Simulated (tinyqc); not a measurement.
MOSFET in the linear regime without short-channel effects, parameter extraction from computed curves: one step of the calculation.

Inversion charge Q = Cox n Vt W0(exp((Vg - VT)/(n Vt))), W0 the Lambert function and n = nf; u = Q/Cox; mobility mu = mu0/(1 + th1 u + th2 u^2); channel resistance Rch = (L - dL)/(W mu Q); Id = Vd/(Rch + Rsd/W). Cox = eps0 eox/tox. Small Vd, no channel-length or drain effects.

Question. Threshold and mobility at the peak transconductance. gm_i = (Id_(i+1) - Id_(i-1))/(Vg_(i+1) - Vg_(i-1)); at the point j of largest gm the tangent meets the axis at V_ext = Vg_j - Id_j/gm_j; field-effect mobility gm_j L/(W Cox Vd) with the drawn L.

Values chosen for this exercise; channel values of the order met in silicon transistors: relative permittivity of the gate insulator (close to hafnium oxide) eox = 21.6; insulator thickness tox = 9.6 nm; low-field mobility mu0 = 91 cm^2/(V s); threshold voltage VT = 0.68 V; gate width W = 0.5 um; drawn gate length L = 0.05 um; drawn less effective length dL = 0.016 um; drain voltage Vd = 0.02 V.

Constants: eps0 = 8.8541878128e-14 F/cm where lengths are in cm. Results are converted to the units shown.

```
point  Vg (V)       Id (uA)
0        0.38  1.3548028e-4
1        0.53   0.015017005
2        0.68    0.93789658
3        0.83     5.0977092
4        0.98     9.4540738
5        1.13     13.003612
6        1.28     15.824379
7        1.43     18.082533
8        1.58     19.914212
9        1.73     21.419889
10       1.88     22.672663
```

Give: gm; j; V_ext; field-effect mobility.

Answer.

gm, point 1 to 9 (uS): [3.126, 16.94, 28.39, 26.35, 21.23, 16.93, 13.63, 11.12, 9.195]
j = 3
V_ext = 0.6504 V
field-effect mobility = 71.25 cm^2/(V s)

V_ext is 30 mV below the model VT, and the mobility so found is 47 % below mu0 L/(L - dL) = 134 cm^2/(V s), the value for the drawn L; attenuation, series resistance and the slow approach of Q to a straight line all lower the peak gm.

tinyqc, about 0.01 s, one thread, Intel Xeon 2.30GHz (shared host): `OMP_NUM_THREADS=1 python tinyqc.py 2210051 2210052 out.jsonl`
